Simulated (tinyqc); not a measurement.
Free-carrier absorption and index change in the near infrared: free-carrier optics of a doped semiconductor (Drude model).

eps(E) = ei [1 - Ep^2/(E^2 + i E Gam)], with Ep^2 = 8 pi c (e^2/(4 pi eps0)) N/(m ei), c = hbar^2/2m0, N in 1/angstrom^3 (1e-24 per 1/cm^3); Gam = hbar/tau, tau = mu m m0/e with m0/e = 5.685630e-12 kg/C and mu in m^2/(V s). Energies in meV.

n + i k = sqrt(eps1 + i eps2) with k >= 0; R = ((n - 1)^2 + k^2)/((n + 1)^2 + k^2) at normal incidence from vacuum; alpha = 2 E k/(hbar c), times 1e8 for 1/cm; loss function Im(-1/eps) = eps2/(eps1^2 + eps2^2).

Constants: hbar^2/2m0 = 3.80998211 eV angstrom^2; e^2/(4 pi eps0) = 14.39964547 eV angstrom; hbar = 6.58211957e-16 eV s; hbar c = 1973.269805 eV angstrom.

Parameters, chosen for this exercise (mass and dielectric values near those of Si; N and mu are free inputs; interband absorption and the rise of the mass with filling are left out; not measured data): N = 2.2e+18 1/cm^3 (carrier density); m = 0.258 m0 (conductivity mass); mu = 180 cm^2/(V s) (mobility); ei = 11.7 (high-frequency dielectric constant).

At the wavelengths listed E = hc/lambda (hc = 1239.841984 eV nm). Approximate forms: alpha = ei Ep^2 Gam/(E^2 sqrt(ei) hbar c) and dn = -sqrt(ei) Ep^2/(2 E^2).

Free carriers:
```
lambda (micrometre)  E (meV)  alpha (1/cm)  alpha, approximate        dn  dn, approximate
1.31                   946.4          4.85                4.85  -0.00192         -0.00192
1.55                   799.9          6.79                6.79  -0.00268         -0.00269
3.00                   413.3          25.4                25.4   -0.0100          -0.0101
5.00                   248.0          70.5                70.6   -0.0278          -0.0280
8.00                   155.0           180                 181   -0.0705          -0.0716
10.60                  117.0           315                 317    -0.122           -0.126
```

Give the missing row, lambda (micrometre) = 2.00.

Computed row:
```
lambda (micrometre)  E (meV)  alpha (1/cm)  alpha, approximate        dn  dn, approximate
2.00                   619.9          11.3                11.3  -0.00447         -0.00447
```

At 1.55 micrometre alpha = 6.79 1/cm and dn = -0.00268; a phase shift of pi needs a length lambda/(2 |dn|) = 289 micrometre, over which the loss is 0.85 dB. The approximate alpha is within 5 % up to 10.6 micrometre of the wavelengths listed; it needs photon energies well above both Ep and Gam, which lie at 39.1 and 49.7 micrometre. Interband and intervalley absorption are left out; with a realistic dc mobility the Drude form tends to understate the near-infrared absorption of Si.

Computed by tinyqc, a small Python program: `OMP_NUM_THREADS=1 python tinyqc.py 1680011 1680012 out.jsonl` (the numbers bound the seed that draws the inputs); one thread of a shared host (Intel(R) Xeon(R) Processor @ 2.30GHz), about 0.01 s for the whole set of steps.
